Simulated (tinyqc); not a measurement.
Inside a calculation: six-band hole subbands of a thin body in a field. Values are carried at full precision from step to step, so a last printed digit may differ when a step is redone from the rounded ones.

Constants: hbar^2/2m0 = 3.80998211 eV angstrom^2.

Inputs chosen for the exercise (near those of a p-type Si channel; shifted at random, so the results belong to these values and not to a real crystal):
- S = (7.82, -2.17, 12.6) 1/TPa (compliances s11, s12, s44)
- sx = -2 GPa (stress along the channel [1-10], negative in compression)
- b = -2.06 eV (tetragonal potential)
- d = -4.87 eV (trigonal potential)
- g1 = 4.27 (Luttinger gamma1)
- g2 = 0.34 (gamma2)
- g3 = 1.45 (gamma3)
- face = 110 (surface)
- Dso = 0.043 eV (spin-orbit splitting)
- t = 95 angstrom (body thickness)
- F = 0.2 MV/cm (field across the body)
- kmax = 0.08 1/angstrom (end of the path)

## Strain and its block

exx = eyy = (s11 + s12) sx/2, ezz = s12 sx, exy = -s44 sx/4 (1 GPa/TPa = 1e-3). With e0 the traceless part, B_XX = 2b e0xx - b (e0yy + e0zz) and B_XY = sqrt(3) d exy.

strain, rows x, y, z and columns alike:
```
[[-0.005650, 0.006300, 0],
 [0.006300, -0.005650, 0],
 [0, 0, 0.004340]]
```

B (eV), rows X, Y, Z and columns alike:
```
[[0.02058, -0.05314, 0],
 [-0.05314, 0.02058, 0],
 [0, 0, -0.04116]]
```

## Confinement masses without spin-orbit coupling

C(n n^T)/c has C_XX = (g1 + 4 g2) nx^2 + (g1 - 2 g2)(ny^2 + nz^2) and C_XY = 6 g3 nx ny, n the unit normal; its eigenvalues are the inverse masses along n.

C(n n^T)/c, rows X, Y, Z and columns alike:
```
[[4.6100, 4.3500, 0],
 [4.3500, 4.6100, 0],
 [0, 0, 3.5900]]
```

masses (m0): [3.8462, 0.2786, 0.1116]

The heaviest mass, 3.85, comes from a near cancellation among the gammas, so a few per cent in them move it strongly.

## The matrix for one sine at q = 0

Basis X, Y, Z times spin, hole energies counted downwards from the unstrained edge (the hydrostatic shift is left out), c = hbar^2/2m0. For a symmetric tensor T let C(T) have C_XX = L Txx + M (Tyy + Tzz), C_XY = N Txy (cyclic), L = c (g1 + 4 g2), M = c (g1 - 2 g2), N = 6 c g3. k = q + kz n, n the unit normal, q = k1 u + k2 v with u along the channel [1-10] and v = n x u. H = C(k k^T) + (Dso/3)(1 - L.sigma) - B + e F z with (L_k)_ij = -i epsilon_kij; B is the block C built from the traceless strain with 2b, -b and sqrt(3) d in place of L, M, N. Strain: exx = eyy = (s11 + s12) sx/2, ezz = s12 sx, exy = -s44 sx/4. Hard walls at z = 0 and t; basis sin(j pi z/t), j = 1 to Nz: kz^2 = (j pi/t)^2, kz = -i D with D_jl = 4 j l/(t (j^2 - l^2)), z_jj = t/2 and z_jl = -8 t j l/(pi (j^2 - l^2))^2 for j + l odd; 1 MV/cm = 0.01 eV/angstrom.

Nz = 1, in meV.

H (meV), rows X+, Y+, Z+, X-, Y-, Z- and columns alike:
```
[[107.96, 71.27+14.33i, 0, 0, 0, -14.33],
 [71.27-14.33i, 107.96, 0, 0, 0, 14.33i],
 [0, 0, 165.45, 14.33, -14.33i, 0],
 [0, 0, 14.33, 107.96, 71.27-14.33i, 0],
 [0, 0, 14.33i, 71.27+14.33i, 107.96, 0],
 [-14.33, -14.33i, 0, 0, 0, 165.45]]
```

## Its levels

Diagonalise; the levels come in pairs. Give each pair and its weights on X, Y, Z, summed over spin and averaged over the pair.

levels (meV): [34.00, 156.59, 190.79]

weights, rows X, Y, Z; columns pair 1, pair 2, pair 3:
```
[[0.495, 0.152, 0.353],
 [0.495, 0.152, 0.353],
 [0.010, 0.696, 0.294]]
```

## More sines

The four lowest pairs at q = 0.

Hole energies (meV):
```
Nz  pair 1  pair 2  pair 3  pair 4
1    34.00  156.59  190.79       -
2     1.77   70.27  140.56  178.31
4   -18.36   22.03   61.90  102.61
8   -23.65    4.59   28.57   51.00
16  -23.78    4.03   26.83   46.96
```

One sine is 57.78 meV off in the top subband, since the field mixes the sines. The second pair lies 27.8 meV deeper.

## Dispersion of the top subband

Nz = 14; the two lowest levels (spin-split where the field breaks inversion), in meV from their value at q = 0.

Energies (meV):
```
|q| (1/angstrom)     u a     u b    v a    v b
0.020              13.00   13.73   5.43   5.49
0.040              52.37   54.19  21.78  21.92
0.060             116.28  120.68  49.03  49.27
0.080             180.68  186.17  87.16  87.55
```

From the mean of each pair in the first row, c q^2/E gives 0.11 m0 along u and 0.28 m0 along v. The largest distance between a and b in the table is 5.48 meV.

## Checks

- Top level at q = 0 on (001) without field and stress against c (g1 - 2 g2)(pi/t)^2, eV: both 0.01496.
- Hermiticity, and E(q) against E(-q): they agree to 1e-10 or better.

Run: tinyqc, `OMP_NUM_THREADS=1 python tinyqc.py 1250187 1250188 out.jsonl`; Intel(R) Xeon(R) Processor @ 2.30GHz, one thread, shared host; about 0.9 s of CPU time with all checks.
